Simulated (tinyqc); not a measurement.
What each parameter does: temperature and isotope dependence of a band gap in oscillator models.

E(T) = E0 - sum_i sl_i th_i n_i(T), n = 1/(exp(th/T) - 1). The same coupling lowers the gap at 0 K by the zero-point term ZP = sum_i sl_i th_i/2, so the gap of the static lattice is E0 + ZP. Thermal expansion is taken as part of the slopes.

Values chosen for the exercise (near those of AlN; the results hold for these values, not for the real material):
```
symbol  value             unit   meaning
E0      6.137             eV     gap at 0 K
th      (306, 1173)       K      temperatures of two oscillators
sl      (0.1263, 0.7157)  meV/K  their high-temperature slopes
T       600               K      temperature
```

Gap at T, slope -sum sl_i (th_i/T)^2 n_i (1 + n_i) and ZP.

Results for these values:
```
case,E(T) (eV),dE/dT (meV/K),ZP (meV)
base,5.9405,-0.6491,439.08
```

What happens to each result for sl = (0.1642, 0.7157) meV/K, all else kept?

Answer: E(T) falls from 5.9405 to 5.9230; dE/dT falls from -0.6491 to -0.6862; ZP rises from 439.08 to 444.88.

The same for each parameter in turn:
```
case,E(T) (eV),dE/dT (meV/K),ZP (meV)
base,5.9405,-0.6491,439.08
T = 640 K,5.9141,-0.6689,439.08
E0 = 6.147 eV,5.9505,-0.6491,439.08
"th = (306, 1407) K",5.9722,-0.5850,522.82
"sl = (0.1642, 0.7157) meV/K",5.9230,-0.6862,444.88
```

Run: tinyqc, `OMP_NUM_THREADS=1 python tinyqc.py 1880256 1880257 out.jsonl`; Intel(R) Xeon(R) Processor @ 2.30GHz, one thread, shared host; about 0.01 s of CPU time with all checks.
